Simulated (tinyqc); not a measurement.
Comparisons within one model: standing waves and exposure in a photoresist film. A value that a table varies takes the place of the one given here.

Normal incidence from air. Unexposed resist: N1 = n1 + i k1 with k1 = (A + B) lam/(4 pi), lam in micrometres. r01 = (1 - N1)/(1 + N1), t01 = 2/(1 + N1). Substrate Ns = ns + i ks: r12 = (N1 - Ns)/(N1 + Ns). With p = exp(2 pi i N1 d/lam), the field at depth z is E(z) = t01 [exp(2 pi i N1 z/lam) + r12 p^2 exp(-2 pi i N1 z/lam)]/(1 + r01 r12 p^2), the relative intensity I(z) = n1 |E(z)|^2 and the reflectance R = |(r01 + r12 p^2)/(1 + r01 r12 p^2)|^2.

Parameters, chosen for this exercise (a resist on Al, indices near tabulated ones; shifted at random, so the results belong to these values and not to a real crystal):
- lam = 365 nm (vacuum wavelength)
- n1 = 1.68 (resist index)
- A = 0.76 1/micrometre (bleachable absorption (Dill A))
- B = 0.04 1/micrometre (fixed absorption (Dill B))
- d = 616 nm (resist thickness)
- ns = 0.404 (substrate n)
- ks = 4.361 (substrate k)

## Swing of the coupled dose with resist thickness

The mean of I is taken over 800 depths; the relative dose to clear is taken as 1/(mean of I over the lowest period, 60 depths), scaled to 1 in the first row.

Swing:

| d (nm) | R | mean I | relative dose |
|---|---|---|---|
| 616.0 | 0.4087 | 1.0778 | 1.000 |
| 634.1 | 0.5015 | 0.8838 | 1.201 |
| 652.2 | 0.4752 | 0.9052 | 1.147 |
| 670.3 | 0.3215 | 1.1415 | 0.906 |
| 688.4 | 0.1243 | 1.4407 | 0.732 |
| 706.5 | 0.1740 | 1.3303 | 0.812 |
| 724.6 | 0.3598 | 1.0083 | 1.081 |
| 742.7 | 0.4545 | 0.8392 | 1.283 |
| 760.8 | 0.4280 | 0.8594 | 1.231 |
| 778.9 | 0.2760 | 1.0644 | 0.992 |
| 797.1 | 0.0893 | 1.3127 | 0.818 |
| 815.2 | 0.1386 | 1.2183 | 0.901 |
| 833.3 | 0.3187 | 0.9449 | 1.171 |

The period is 108.6 nm, six rows. The relative dose swings between 0.732 and 1.283, a ratio (max - min)/mean of 0.540, against the estimate 4 sqrt(|r01|^2 |r12|^2) exp(-(A + B) d) = 0.578 for the oscillating part alone; the ratio from the table also holds the slow rise from absorption, 17.1 % over two periods, so the two are not strictly comparable. The dose is least sensitive to thickness at an extremum; the lowest dose listed is at 688.4 nm.

## What moves the exposure

The mean of I is over 800 depths. Each row changes one parameter from the base and keeps the others.

Results:

| case | \|r12\|^2 | R | mean I | I at the bottom |
|---|---|---|---|---|
| base | 0.8676 | 0.4087 | 1.0778 | 0.2503 |
| d = 626 nm | 0.8676 | 0.4748 | 0.9429 | 0.2204 |
| n1 = 1.697 | 0.8668 | 0.4609 | 0.9815 | 0.2329 |
| B = 0.24 1/micrometre | 0.8636 | 0.3388 | 0.9862 | 0.2232 |
| ks = 3.925 | 0.8455 | 0.4118 | 1.0515 | 0.2911 |
| ns = 0.444 | 0.8572 | 0.4049 | 1.0742 | 0.2488 |

The largest shifts from the base row, up to three for each result and ties (the steps differ in size, so this ranks the rows, not the parameters). |r12|^2: ks -0.0221, ns -0.0104, B -0.0040; unchanged at the printed digits by d. R: B -0.0699, d +0.0661, n1 +0.0522. mean I: d -0.1349, n1 -0.0963, B -0.0916. I at the bottom: ks +0.0408, d -0.0300, B -0.0271.

Computed by tinyqc, a small Python program: `OMP_NUM_THREADS=1 python tinyqc.py 1682115 1682116 out.jsonl` (the numbers bound the seed that draws the inputs); one thread of a shared host (Intel(R) Xeon(R) Processor @ 2.30GHz), about 0.01 s for the whole set of steps.
